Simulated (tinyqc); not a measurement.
Hubbard ring of 3 sites, step by step. Computed by tinyqc, a small Python program that keeps every step. Settings: hopping = 1.73, U = 8.4, mixing = 0.5, iteration cap = 51. Command: `OMP_NUM_THREADS=1 python tinyqc.py 29333 29334 out.jsonl` (the two numbers bound the seeds that draw the settings). One thread of a shared host (Intel(R) Xeon(R) Processor @ 2.60GHz), about 0.2 s of CPU time with the checks. Later iterations appear only in the table of the cycle.

## Mean-field iteration 1

one-body matrix (hopping and site energies) (eV):
```
          1         2         3
1   0.00000  -1.73000  -1.73000
2  -1.73000   0.00000  -1.73000
3  -1.73000  -1.73000   0.00000
```

U = 8.40000 eV

electrons, up and down: 2  1

mixing = 0.50000

n(up) at the start (a guess, not normalised): 1 1.00000, 2 0.21700, 3 1.00000

n(down) at the start (a guess): 1 0.00000, 2 0.78300, 3 0.00000

H(up) = T + U n(down), H(down) = T + U n(up); fill the lowest levels; n(new) = n + mixing (n(out) - n); E = tr T (rho up + rho down) + U sum n_up n_down of the output.

levels, up (eV): -2.39700  1.73000  7.24420

levels, down (eV): 0.80262  7.69018  10.13000

energy = -1.42020 eV

n(up) after iteration 1: 1 0.98270, 2 0.14309, 3 0.98270

n(down) after iteration 1: 1 0.03703, 2 0.81744, 3 0.03703

## Mean-field iteration 2

As before.

levels, up (eV): -2.08746  2.04105  7.53501

levels, down (eV): 0.24827  7.47841  9.98472

energy = -1.43181 eV

n(up) after iteration 2: 1 0.97398, 2 0.10628, 3 0.97398

n(down) after iteration 2: 1 0.05149, 2 0.84277, 3 0.05149

## Mean-field iteration 3

As before.

levels, up (eV): -1.95970  2.16253  7.74147

levels, down (eV): -0.03066  7.37490  9.91146

energy = -1.43465 eV

n(up) after iteration 3: 1 0.96993, 2 0.08727, 3 0.96993

n(down) after iteration 3: 1 0.05692, 2 0.85904, 3 0.05692

## Convergence

Each step fills the lowest levels of T + U n(other spin) and sets n(new) = n + mixing (n(out) - n); stop when output and input agree to 1e-8.

Course of the cycle:
```
iteration      E (eV)  largest |n(out) - n(in)|  mean |n_up - n_down|
1          -1.4202009                  1.48e-01               0.85513
2          -1.4318105                  7.36e-02               0.86575
3          -1.4346488                  3.80e-02               0.87136
4          -1.4355500                  2.02e-02               0.87457
5          -1.4358686                  1.19e-02               0.87646
6          -1.4359859                  7.08e-03               0.87760
7          -1.4360296                  4.20e-03               0.87829
8          -1.4360461                  2.49e-03               0.87870
9          -1.4360523                  1.48e-03               0.87896
10         -1.4360546                  8.82e-04               0.87912
11         -1.4360555                  5.28e-04               0.87921
...               ...                       ...                   ...
24         -1.4360560                  8.21e-07               0.87936
25         -1.4360560                  5.03e-07               0.87936
26         -1.4360560                  3.08e-07               0.87936
27         -1.4360560                  1.89e-07               0.87936
28         -1.4360560                  1.16e-07               0.87936
29         -1.4360560                  7.11e-08               0.87936
30         -1.4360560                  4.37e-08               0.87936
31         -1.4360560                  2.68e-08               0.87936
32         -1.4360560                  1.64e-08               0.87936
33         -1.4360560                  1.01e-08               0.87936
34         -1.4360560                  6.19e-09               0.87936
```

local moments n_up - n_down: 1 0.90952, 2 -0.81904, 3 0.90952

Converged in 34 iterations. Before convergence this energy mixes input and output and is not variational, so it may rise towards its limit.

## The many-body Hamiltonian

Basis: all placements (u, d, 2, 0 on each site), up operators ordered before down ones; hops carry the sign of the same-spin electrons passed.

H (eV):
```
          2u0       u20       uud       20u       udu       u02       duu       02u
2u0   8.40000  -1.73000  -1.73000  -1.73000   0.00000   0.00000   1.73000   0.00000
u20  -1.73000   8.40000  -1.73000   0.00000  -1.73000   0.00000   0.00000   1.73000
uud  -1.73000  -1.73000   0.00000   0.00000   0.00000  -1.73000   0.00000   0.00000
20u  -1.73000   0.00000   0.00000   8.40000  -1.73000  -1.73000  -1.73000   0.00000
udu   0.00000  -1.73000   0.00000  -1.73000   0.00000  -1.73000   0.00000  -1.73000
u02   0.00000   0.00000  -1.73000  -1.73000  -1.73000   8.40000   0.00000   0.00000
duu   1.73000   0.00000   0.00000  -1.73000   0.00000   0.00000   0.00000  -1.73000
02u   0.00000   1.73000   0.00000   0.00000  -1.73000   0.00000  -1.73000   8.40000
0u2   0.00000   0.00000   1.73000   0.00000   0.00000  -1.73000  -1.73000  -1.73000

          0u2
2u0   0.00000
u20   0.00000
uud   1.73000
20u   0.00000
udu   0.00000
u02  -1.73000
duu  -1.73000
02u  -1.73000
0u2   8.40000
```

## Exact diagonalisation (9 states)

Lowest levels of the sector, and the double occupancy of the lowest state.

lowest levels (eV): -1.90380  -1.90380  0.00000  6.48383  6.48383  8.40000

double occupancy per site = 0.05986

The mean-field solution above lies 0.4677 eV above the exact energy.

## The lowest level by Lanczos steps

From a random start vector (not printed): a_j = <q_j|H|q_j>, b_j = norm of the remainder after orthogonalising; the Ritz value is the lowest eigenvalue of the tridiagonal matrix of a and b so far.

Lanczos:
```
j  a_j (eV)  b_j (eV)  lowest Ritz value (eV)
1   1.37285   5.23919               1.3728518
2   7.62311   2.63080              -1.6024767
3   7.55425   3.50016              -1.7916170
4   2.16849   2.06600              -1.8839705
5   6.48130         0              -1.9037992
```
